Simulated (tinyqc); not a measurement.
Thin-film transistor with exponential tail and deep states, accumulation layer: course of the iteration: surface potential by Newton steps.

An undoped film in accumulation, thicker than the space-charge layer. With band bending psi the Fermi level lies E0 - psi below the band edge. Free electrons n = n0 exp(psi/Vt) carry the current; electrons in two exponential distributions of traps, a = a0 exp(psi/Va) and d = d0 exp(psi/Vp), do not. Linear regime, ohmic contacts, traps in equilibrium.

Va = kB Tt/q, Vp = kB Td/q. G(psi) = sum over the three kinds of c0 [V (exp(psi/V) - 1) - psi], field F = sqrt(2 q G/(eps0 eps_r)); Vg = psi + eps0 eps_r F/Ci at the surface. f = psi + eps0 eps_r F/Ci - Vg, f' = 1 + q rho/(Ci F) with rho = sum c0 (exp(psi/V) - 1); psi(new) = psi - f/f'.

Stop when psi changes by less than 1e-10 V, or after 30 iterations. psi must stay between 0 and 5 V.

Parameters, values chosen for the exercise; values close to those of amorphous silicon: temperature T = 270 K; relative permittivity of the semiconductor eps_r = 11.8; characteristic temperature of the tail Tt = 340 K; characteristic temperature of the deep states Td = 1140 K; gate capacitance Ci = 100 nF/cm^2; gate voltage above flat band Vg = 4.2 V.

Constants: q = 1.602176634e-19 C, kB = 1.380649e-23 J/K, Vt = kB T/q, eps0 = 8.8541878128e-14 F/cm where lengths are in cm. Results are converted to the units shown.

psi at the start = 0.44 V
n0 = 3.08067e9 cm^-3
a0 = 2.90995e12 cm^-3
d0 = 2.16181e15 cm^-3

Course of the iteration:
```
iteration   psi (V)  |change| (V)
1          0.449576       9.58e-3
2          0.448867       7.09e-4
3          0.448863       4.37e-6
4          0.448863      1.65e-10
5          0.448863             0
```

Did this iteration meet its convergence test, and what does its course show?

Yes. Converged in 5 iterations. At the end the number of correct digits about doubles with each step.

Range of the model: The th form assumes a Fermi level far below the band edge; at the surface it overcounts the filled tail by a factor of about 1.7.

Numbers from tinyqc (`OMP_NUM_THREADS=1 python tinyqc.py 2610022 2610023 out.jsonl`; about 0.02 s on one thread of a shared Intel Xeon 2.30GHz).
